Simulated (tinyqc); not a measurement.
What moves the results: alloy A(1-x)B(x) by interpolation with bowing. A value that a table varies takes the place of the one given here.

Each gap follows E(x) = (1 - x) E_A + x E_B - C x (1 - x); the lattice constant follows Vegard, a(x) = (1 - x) a_A + x a_B.

Mass at Gamma from the Kane formula 1/m = F + Ep (Eg + 2 Dso/3)/(Eg (Eg + Dso)). F is fixed by the masses of A and B and interpolated linearly, as is Ep; Eg and Dso carry their bowing.

Constants: hc = 1239.841984 eV nm.

Inputs chosen for the exercise (A near InP, B near GaP; not measured data):
```
symbol  value                  unit      meaning
a       (5.871, 5.445)         angstrom  lattice constant of A, B
Eg      (1.415, 2.857)         eV        gap at Gamma to the s-like level of A, B
EgX     (2.35, 2.324)          eV        gap to the lowest valley along Gamma-X of A, B
EgL     (2.023, 2.75)          eV        gap to L of A, B
C       (0.644, 0.207, 1.101)  eV        bowing of the Gamma, X and L gaps
Dso     (0.108, 0.079)         eV        spin-orbit splitting of A, B
Ep      (20.9, 31)             eV        Kane energy of A, B
me      (0.0793, 0.13)         m0        electron mass at Gamma of A, B
Cs      0                      eV        bowing of Dso
x       0.72                             fraction of B
```

## Gaps across the alloy

Eleven compositions.

Gaps (eV):
```
x    a (angstrom)  Gamma      X      L  lowest  wavelength (nm)
0.0        5.8710  1.415  2.350  2.023   Gamma              876
0.1        5.8284  1.501  2.329  1.997   Gamma              826
0.2        5.7858  1.600  2.312  1.992   Gamma              775
0.3        5.7432  1.712  2.299  2.010   Gamma              724
0.4        5.7006  1.837  2.290  2.050   Gamma              675
0.5        5.6580  1.975  2.285  2.111   Gamma              628
0.6        5.6154  2.126  2.285  2.195   Gamma              583
0.7        5.5728  2.289  2.288  2.301       X              542
0.8        5.5302  2.466  2.296  2.428       X              540
0.9        5.4876  2.655  2.308  2.578       X              537
1.0        5.4450  2.857  2.324  2.750       X              533
```

The lowest valley changes at x = 0.699 (Gamma to X, gap 2.288 eV). The Gamma gap is monotonic, since its bowing (0.644 eV) is smaller than the difference of the end gaps (1.442 eV); at x = 0.5 bowing lowers it by C/4 = 0.161 eV.

## Three ways to interpolate a mass

Linear in m, linear in 1/m, and the Kane formula.

Masses (m0):
```
x      Eg (eV)  linear in m  linear in 1/m    Kane  Kane m/Eg (1/eV)
0.000    1.415       0.0793         0.0793  0.0793            0.0560
0.125    1.525       0.0856         0.0834  0.0816            0.0535
0.250    1.655       0.0920         0.0879  0.0850            0.0514
0.375    1.805       0.0983         0.0929  0.0896            0.0496
0.500    1.975       0.1047         0.0985  0.0952            0.0482
0.625    2.165       0.1110         0.1049  0.1020            0.0471
0.750    2.376       0.1173         0.1121  0.1099            0.0463
0.875    2.606       0.1237         0.1204  0.1192            0.0457
1.000    2.857       0.1300         0.1300  0.1300            0.0455
```

At x = 0.5 the three give 0.1046, 0.0985 and 0.0952; judged by the largest distance, the Kane value is closer to the interpolation in 1/m (largest distances 0.0095 m0 from the rule in m, 0.0033 m0 from the rule in 1/m). The ratio m/Eg varies by a factor of 1.23 while the gap varies by 2.02; a constant ratio is the two-band rule m = Eg/Ep at fixed Ep.

## What each parameter does

Gaps at x and the Kane mass. Each row changes one parameter from the base and keeps the others.

Results:
```
case                          Gamma (eV)  X (eV)  L (eV)  mass (m0)
base                              2.3234  2.2895  2.3245     0.1079
x = 0.68                          2.2554  2.2873  2.2778     0.1053
C = (0.744, 0.307, 1.201) eV      2.3032  2.2694  2.3043     0.1067
Eg = (1.486, 2.857) eV            2.3433  2.2895  2.3245     0.1069
EgX = (2.35, 2.208) eV            2.3234  2.2060  2.3245     0.1079
EgL = (1.922, 2.75) eV            2.3234  2.2895  2.2962     0.1079
Ep = (23, 34.1) eV                2.3234  2.2895  2.3245     0.1077
Cs = 0.05 eV                      2.3234  2.2895  2.3245     0.1077
```

The largest shifts from the base row, up to three for each result and ties (the steps differ in size, so this ranks the rows, not the parameters). Gamma (eV): x -0.0680, C -0.0202, Eg +0.0199; unchanged at the printed digits by EgX, EgL, Ep and Cs. X (eV): EgX -0.0835, C -0.0202, x -0.0023; unchanged at the printed digits by Eg, EgL, Ep and Cs. L (eV): x -0.0467, EgL -0.0283, C -0.0202; unchanged at the printed digits by Eg, EgX, Ep and Cs. mass (m0): x -0.0026, C -0.0012, Eg -0.0010; unchanged at the printed digits by EgX and EgL.

Program tinyqc; command `OMP_NUM_THREADS=1 python tinyqc.py 1080090 1080091 out.jsonl`; about 0.01 s on one thread of a shared Intel(R) Xeon(R) Processor @ 2.30GHz.
